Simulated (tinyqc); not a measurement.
Pariser-Parr-Pople SCF with singles CI, for the molecule c1ccc2ccccc2c1 (SMILES; centres numbered as the heavy atoms are written), step by step. Computed by tinyqc, a small Python program that keeps every step. Settings: charge = 0, gamma = MN, start = huckel, damping = 0, iteration cap = 79, excitations kept = 6. Command: `OMP_NUM_THREADS=1 python tinyqc.py 27698 27699 out.jsonl` (the two numbers bound the seeds that draw the settings). One thread of a shared host (Intel(R) Xeon(R) Processor @ 2.60GHz), about 0.01 s of CPU time with the checks. Later iterations appear only in the table of the cycle.

## PPP integrals

Centres (angstrom, eV; a flat drawing with bonds scaled to 1.40 angstrom):
```
centre        x        y  core charge z        W  gamma_rr
1C       2.4250  -0.7000              1  11.1600   11.1300
2C       2.4250   0.7000              1  11.1600   11.1300
3C       1.2120   1.4000              1  11.1600   11.1300
4C       0.0000   0.7000              1  11.1600   11.1300
5C      -1.2120   1.4000              1  11.1600   11.1300
6C      -2.4250   0.7000              1  11.1600   11.1300
7C      -2.4250  -0.7000              1  11.1600   11.1300
8C      -1.2120  -1.4000              1  11.1600   11.1300
9C       0.0000  -0.7000              1  11.1600   11.1300
10C      1.2120  -1.4000              1  11.1600   11.1300
```

Resonance integrals (eV):
```
i    j     beta
1    2  -2.3900
2    3  -2.3900
3    4  -2.3900
4    5  -2.3900
5    6  -2.3900
6    7  -2.3900
7    8  -2.3900
8    9  -2.3900
9   10  -2.3900
10   1  -2.3900
9    4  -2.3900
```

Mataga-Nishimoto: gamma = 14.399645/(R + a), a = 2 x 14.399645/(gamma_rr + gamma_ss); H_rr = -W_r - sum_(s != r) z_s gamma_rs; H_rs = beta for bonds.

repulsion gamma_rs (eV), lower triangle:
```
          1C       2C       3C       4C       5C       6C       7C       8C
1C   11.1300
2C    5.3455  11.1300
3C    3.8720   5.3446  11.1300
4C    3.5174   3.8722   5.3463  11.1300
5C    2.6212   2.8814   3.8732   5.3463  11.1300
6C    2.2706   2.3438   2.8814   3.8722   5.3446  11.1300
7C    2.3438   2.2706   2.6212   3.5174   3.8720   5.3455  11.1300
8C    2.8814   2.6212   2.8815   3.8725   3.5175   3.8720   5.3446  11.1300
9C    3.8722   3.5174   3.8725   5.3455   3.8725   3.5174   3.8722   5.3463
10C   5.3446   3.8720   3.5175   3.8725   2.8815   2.6212   2.8814   3.8732

          9C      10C
9C   11.1300
10C   5.3463  11.1300
```

core matrix H (eV), lower triangle:
```
           1C        2C        3C        4C        5C        6C        7C        8C
1C   -43.2286
2C    -2.3900  -43.2286
3C     0.0000   -2.3900  -45.3701
4C     0.0000    0.0000   -2.3900  -49.7222
5C     0.0000    0.0000    0.0000   -2.3900  -45.3701
6C     0.0000    0.0000    0.0000    0.0000   -2.3900  -43.2286
7C     0.0000    0.0000    0.0000    0.0000    0.0000   -2.3900  -43.2286
8C     0.0000    0.0000    0.0000    0.0000    0.0000    0.0000   -2.3900  -45.3701
9C     0.0000    0.0000    0.0000   -2.3900    0.0000    0.0000    0.0000   -2.3900
10C   -2.3900    0.0000    0.0000    0.0000    0.0000    0.0000    0.0000    0.0000

           9C       10C
9C   -49.7222
10C   -2.3900  -45.3701
```

## Starting guess

pi electrons, sum of z_r less the charge = 10

Orbitals of the Hueckel matrix of the beta values.

P at the start, lower triangle:
```
          1C       2C       3C       4C       5C       6C       7C      8C
1C    1.0000
2C    0.6032   1.0000
3C    0.0000   0.7246   1.0000
4C   -0.2409   0.0000   0.5547   1.0000
5C    0.0000  -0.1699   0.0000   0.5547   1.0000
6C    0.1560   0.0000  -0.1699   0.0000   0.7246   1.0000
7C    0.0000   0.1560   0.0000  -0.2409   0.0000   0.6032   1.0000
8C   -0.1699   0.0000   0.0849   0.0000  -0.3623   0.0000   0.7246  1.0000
9C    0.0000  -0.2409   0.0000   0.5182   0.0000  -0.2409   0.0000  0.5547
10C   0.7246   0.0000  -0.3623   0.0000   0.0849   0.0000  -0.1699  0.0000

         9C     10C
9C   1.0000
10C  0.5547  1.0000
```

## Iteration 1: Fock matrix

F_rr = H_rr + P_rr gamma_rr / 2 + sum_(s != r) P_ss gamma_rs; F_rs = H_rs - P_rs gamma_rs / 2; E = tr P (H + F) / 2 + core repulsion sum_(r<s) z_r z_s gamma_rs.

F (eV), lower triangle:
```
          1C       2C       3C       4C       5C       6C       7C       8C
1C   -5.5950
2C   -4.0021  -5.5950
3C    0.0000  -4.3262  -5.5950
4C    0.4236   0.0000  -3.8728  -5.5950
5C    0.0000   0.2447   0.0000  -3.8728  -5.5950
6C   -0.1771   0.0000   0.2447   0.0000  -4.3262  -5.5950
7C    0.0000  -0.1771   0.0000   0.4236   0.0000  -4.0021  -5.5950
8C    0.2447   0.0000  -0.1224   0.0000   0.6372   0.0000  -4.3262  -5.5950
9C    0.0000   0.4236   0.0000  -3.7751   0.0000   0.4236   0.0000  -3.8728
10C  -4.3262   0.0000   0.6372   0.0000  -0.1224   0.0000   0.2447   0.0000

          9C      10C
9C   -5.5950
10C  -3.8728  -5.5950
```

pi energy = -129.1544 eV

## Iteration 1: orbitals and new P

Diagonalise F (the basis is taken as orthonormal) and form P = 2 sum c c over the lowest orbitals.

orbital energies (eV): -14.1083  -12.2413  -11.2777  -10.2039  -9.1758  -2.0142  -0.9861  0.0877  1.0513  2.9183

P after iteration 1, lower triangle:
```
          1C       2C       3C       4C       5C       6C       7C      8C
1C    1.0000
2C    0.5949   1.0000
3C    0.0000   0.7336   1.0000
4C   -0.2464   0.0000   0.5465   1.0000
5C    0.0000  -0.1603   0.0000   0.5465   1.0000
6C    0.1466   0.0000  -0.1603   0.0000   0.7336   1.0000
7C    0.0000   0.1466   0.0000  -0.2464   0.0000   0.5949   1.0000
8C   -0.1603   0.0000   0.0882   0.0000  -0.3601   0.0000   0.7336  1.0000
9C    0.0000  -0.2464   0.0000   0.5304   0.0000  -0.2464   0.0000  0.5465
10C   0.7336   0.0000  -0.3601   0.0000   0.0882   0.0000  -0.1603  0.0000

         9C     10C
9C   1.0000
10C  0.5465  1.0000
```

## Iteration 2: Fock matrix

As before.

F (eV), lower triangle:
```
          1C       2C       3C       4C       5C       6C       7C       8C
1C   -5.5950
2C   -3.9801  -5.5950
3C    0.0000  -4.3505  -5.5950
4C    0.4333   0.0000  -3.8509  -5.5950
5C    0.0000   0.2309   0.0000  -3.8509  -5.5950
6C   -0.1665   0.0000   0.2309   0.0000  -4.3505  -5.5950
7C    0.0000  -0.1665   0.0000   0.4333   0.0000  -3.9801  -5.5950
8C    0.2309   0.0000  -0.1271   0.0000   0.6333   0.0000  -4.3505  -5.5950
9C    0.0000   0.4333   0.0000  -3.8075   0.0000   0.4333   0.0000  -3.8509
10C  -4.3505   0.0000   0.6333   0.0000  -0.1271   0.0000   0.2309   0.0000

          9C      10C
9C   -5.5950
10C  -3.8509  -5.5950
```

pi energy = -129.1660 eV

## Iteration 2: orbitals and new P

As before.

orbital energies (eV): -14.1069  -12.2421  -11.2718  -10.2078  -9.1888  -2.0012  -0.9822  0.0818  1.0521  2.9169

P after iteration 2, lower triangle:
```
          1C       2C       3C       4C       5C       6C       7C      8C
1C    1.0000
2C    0.5906   1.0000
3C    0.0000   0.7378   1.0000
4C   -0.2480   0.0000   0.5427   1.0000
5C    0.0000  -0.1569   0.0000   0.5427   1.0000
6C    0.1439   0.0000  -0.1569   0.0000   0.7378   1.0000
7C    0.0000   0.1439   0.0000  -0.2480   0.0000   0.5906   1.0000
8C   -0.1569   0.0000   0.0877   0.0000  -0.3589   0.0000   0.7378  1.0000
9C    0.0000  -0.2480   0.0000   0.5367   0.0000  -0.2480   0.0000  0.5427
10C   0.7378   0.0000  -0.3589   0.0000   0.0877   0.0000  -0.1569  0.0000

         9C     10C
9C   1.0000
10C  0.5427  1.0000
```

## Iteration 3: Fock matrix

As before.

F (eV), lower triangle:
```
          1C       2C       3C       4C       5C       6C       7C       8C
1C   -5.5950
2C   -3.9684  -5.5950
3C    0.0000  -4.3617  -5.5950
4C    0.4362   0.0000  -3.8406  -5.5950
5C    0.0000   0.2260   0.0000  -3.8406  -5.5950
6C   -0.1634   0.0000   0.2260   0.0000  -4.3617  -5.5950
7C    0.0000  -0.1634   0.0000   0.4362   0.0000  -3.9684  -5.5950
8C    0.2260   0.0000  -0.1264   0.0000   0.6312   0.0000  -4.3617  -5.5950
9C    0.0000   0.4362   0.0000  -3.8244   0.0000   0.4362   0.0000  -3.8406
10C  -4.3617   0.0000   0.6312   0.0000  -0.1264   0.0000   0.2260   0.0000

          9C      10C
9C   -5.5950
10C  -3.8406  -5.5950
```

pi energy = -129.1681 eV

## Iteration 3: orbitals and new P

As before.

orbital energies (eV): -14.1066  -12.2423  -11.2687  -10.2086  -9.1949  -1.9951  -0.9814  0.0787  1.0523  2.9166

P after iteration 3, lower triangle:
```
          1C       2C       3C       4C       5C       6C       7C      8C
1C    1.0000
2C    0.5884   1.0000
3C    0.0000   0.7398   1.0000
4C   -0.2486   0.0000   0.5409   1.0000
5C    0.0000  -0.1556   0.0000   0.5409   1.0000
6C    0.1431   0.0000  -0.1556   0.0000   0.7398   1.0000
7C    0.0000   0.1431   0.0000  -0.2486   0.0000   0.5884   1.0000
8C   -0.1556   0.0000   0.0870   0.0000  -0.3582   0.0000   0.7398  1.0000
9C    0.0000  -0.2486   0.0000   0.5398   0.0000  -0.2486   0.0000  0.5409
10C   0.7398   0.0000  -0.3582   0.0000   0.0870   0.0000  -0.1556  0.0000

         9C     10C
9C   1.0000
10C  0.5409  1.0000
```

## Convergence

Stop when output and input P, before any damping, agree to 1e-7.

Course of the cycle:
```
iteration       E (eV)  largest |P(out) - P(in)|
1          -129.154377                  1.21e-02
2          -129.165955                  6.31e-03
3          -129.168070                  3.10e-03
4          -129.168526                  1.49e-03
5          -129.168630                  7.12e-04
6          -129.168654                  3.40e-04
7          -129.168660                  1.63e-04
8          -129.168661                  7.81e-05
9          -129.168661                  3.75e-05
10         -129.168662                  1.81e-05
11         -129.168662                  8.70e-06
12         -129.168662                  4.20e-06
13         -129.168662                  2.03e-06
14         -129.168662                  9.78e-07
15         -129.168662                  4.73e-07
16         -129.168662                  2.28e-07
17         -129.168662                  1.10e-07
18         -129.168662                  5.34e-08
```

Converged in 18 iterations.

## Converged orbitals

Charges are z - P_rr.

orbital energies (eV): -14.1064  -12.2426  -11.2659  -10.2086  -9.2005  -1.9895  -0.9814  0.0759  1.0526  2.9164

coefficients:
```
        MO1      MO2      MO3      MO4      MO5      MO6      MO7      MO8
1C   0.2402   0.4248  -0.1841  -0.3980  -0.2637  -0.2637   0.3980  -0.1841
2C   0.2402   0.4248   0.1841  -0.3980   0.2637  -0.2637  -0.3980  -0.1841
3C   0.3018   0.2637   0.3987  -0.0023   0.4248   0.4248   0.0023   0.3987
4C   0.4500   0.0000   0.3381   0.4280   0.0000   0.0000   0.4280  -0.3381
5C   0.3018  -0.2637   0.3987  -0.0023  -0.4248  -0.4248   0.0023   0.3987
6C   0.2402  -0.4248   0.1841  -0.3980  -0.2637   0.2637  -0.3980  -0.1841
7C   0.2402  -0.4248  -0.1841  -0.3980   0.2637   0.2637   0.3980  -0.1841
8C   0.3018  -0.2637  -0.3987  -0.0023   0.4248  -0.4248  -0.0023   0.3987
9C   0.4500   0.0000  -0.3381   0.4280   0.0000   0.0000  -0.4280  -0.3381
10C  0.3018   0.2637  -0.3987  -0.0023  -0.4248   0.4248  -0.0023   0.3987

         MO9     MO10
1C    0.4248  -0.2402
2C   -0.4248   0.2402
3C    0.2637  -0.3018
4C    0.0000   0.4500
5C   -0.2637  -0.3018
6C    0.4248   0.2402
7C   -0.4248  -0.2402
8C    0.2637   0.3018
9C    0.0000  -0.4500
10C  -0.2637   0.3018
```

pi charges: 1C 0.0000, 2C 0.0000, 3C 0.0000, 4C 0.0000, 5C 0.0000, 6C 0.0000, 7C 0.0000, 8C 0.0000, 9C 0.0000, 10C 0.0000

## Singles CI, singlets

Over the 6 single excitations with the smallest orbital gaps: A = (e_a - e_i) delta + 2 (ia|jb) - (ij|ab), with (pq|rs) = sum c_mp c_mq gamma_mn c_nr c_ns. f = 2/3 w |mu|^2 in atomic units, mu = sqrt2 sum c_ia sum_m c_mi c_ma R_m.

singlet CI matrix (eV), lower triangle:
```
        5>6      5>7     4>6     4>7     3>6     5>8
5>6  4.6574
5>7  0.0000   5.0508
4>6  0.0000  -0.7868  5.0508
4>7  0.4860   0.0000  0.0000  6.4062
3>6  0.0000   0.0000  0.0000  0.0000  6.0827
5>8  0.0000   0.0000  0.0000  0.0000  0.2056  6.0827
```

singlet excitation energies (eV): 4.2640  4.5314  5.8376  5.8770  6.2883  6.5322

oscillator strengths: 0.0000  0.2989  2.0984  0.0000  0.0000  0.8897

## Singles CI, triplets

Over the 6 single excitations with the smallest orbital gaps: A = (e_a - e_i) delta - (ij|ab), with (pq|rs) = sum c_mp c_mq gamma_mn c_nr c_ns.

triplet CI matrix (eV), lower triangle:
```
        5>6     5>7     4>6     4>7      3>6     5>8
5>6  2.5375
5>7  0.0000  4.0112
4>6  0.0000  0.2528  4.0112
4>7  0.2528  0.0000  0.0000  4.2894
3>6  0.0000  0.0000  0.0000  0.0000   4.6155
5>8  0.0000  0.0000  0.0000  0.0000  -1.2616  4.6155
```

triplet excitation energies (eV): 2.5018  3.3539  3.7584  4.2640  4.3251  5.8770
